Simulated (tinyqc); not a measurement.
# Dose and depth of a threshold implant

Question. A sheet of D acceptors per cm^2 lies at depth xi inside the depleted layer of a body doped Na. In the depletion approximation VT = Vfb + f2 + q D/Cox + gamma sqrt(f2 + Vsb - q D xi/(eps0 eps_r)), gamma = sqrt(2 eps0 eps_r q Na)/Cox, Cox = eps0 eox/tox. Find gamma, D and xi.

Values chosen for this exercise; band and dielectric values close to those of silicon:
```
symbol   value   unit                                                                 meaning
eps_r     11.6                                                          relative permittivity
Na      8.6e17  cm^-3                                       acceptor density deep in the body
eox        3.9         relative permittivity of the gate insulator (close to silicon dioxide)
tox        8.4     nm                                                     insulator thickness
Vfb      -0.52      V                                                       flat-band voltage
f2       0.843      V                                        band bending 2 phiF at threshold
```

Constants: q = 1.602176634e-19 C, eps0 = 8.8541878128e-14 F/cm where lengths are in cm. Results are converted to the units shown.

VT against the source at Vsb = 0 and 2.3 V (V): [1.6282636, 2.7611180]

Answer. With y^2 = f2 - q D xi/(eps0 eps_r) and d the difference of the thresholds over gamma, sqrt(y^2 + Vsb) - y = d gives y = (Vsb - d^2)/(2 d). The first threshold then gives D, and y^2 gives xi.

gamma = 1.29 V^0.5
D = 4.40e11 cm^-2
xi = 11.0 nm

tinyqc, about 0.6 s, one thread, Intel Xeon 2.30GHz (shared host): `OMP_NUM_THREADS=1 python tinyqc.py 2080140 2080141 out.jsonl`
